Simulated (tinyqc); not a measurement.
Bowing of the band edge from disorder: coherent potential approximation for a binary alloy with a semi-elliptic band.

Site levels eA = -x d (share 1 - x) and eB = (1 - x) d (share x), so that their mean, the virtual crystal, is 0. Pure band: G0(z) = 2 (z - sqrt(z - W) sqrt(z + W))/W^2 with principal roots, density -Im G/pi per site. The medium has a self-energy S(z), G = G0(z - S), z = E + i eta. t_i = (e_i - S)/(1 - (e_i - S) G); the CPA demands <t> = (1 - x) tA + x tB = 0. Iteration: start at S = 0, set S(new) = S + <t>/(1 + <t> G), stop when |<t>| < 1e-9 eV.

Parameters, chosen for this exercise: W = 1.7 eV (half width of the pure band); d = 0.85 eV (eB - eA).

For eta = 0 the CPA reads G = (1 - x)/(y - eA) + x/(y - eB) with y = E - W^2 G/4; the lower edge is the maximum of E(y) = y + W^2 G(y)/4 for y < eA. The virtual crystal puts it at -W. Second order: -W - 2 x (1 - x) d^2/W, from S = x (1 - x) d^2 G0(-W), G0(-W) = -2/W.

Lower edge (eV):

| x | edge | edge + W | second order | (edge + W)/(x (1 - x)) |
|---|---|---|---|---|
| 0.05 | -1.7209 | -0.0209 | -0.0404 | -0.4409 |
| 0.10 | -1.7412 | -0.0412 | -0.0765 | -0.4582 |
| 0.25 | -1.7977 | -0.0977 | -0.1594 | -0.5209 |
| 0.40 | -1.8457 | -0.1457 | -0.2040 | -0.6072 |
| 0.50 | -1.8716 | -0.1716 | -0.2125 | -0.6862 |
| 0.60 | -1.8906 | -0.1906 | -0.2040 | -0.7942 |
| 0.75 | -1.9001 | -0.2001 | -0.1594 | -1.0671 |
| 0.90 | -1.8631 | -0.1631 | -0.0765 | -1.8121 |
| 0.95 | -1.8239 | -0.1239 | -0.0404 | -2.6090 |

second-order coefficient = -0.8500 eV

Disorder pushes the edge below the virtual crystal, most at x = 0.75 (-200 meV). The coefficient runs from -0.441 at x = 0.05 to -2.609 eV at 0.95, against -0.850 in second order: it depends strongly on x and is largest in size where the low-lying A atoms are dilute and act as attractive impurities.

tinyqc: `OMP_NUM_THREADS=1 python tinyqc.py 1481337 1481338 out.jsonl`; about 0.01 s, one thread, shared Intel(R) Xeon(R) Processor @ 2.30GHz.
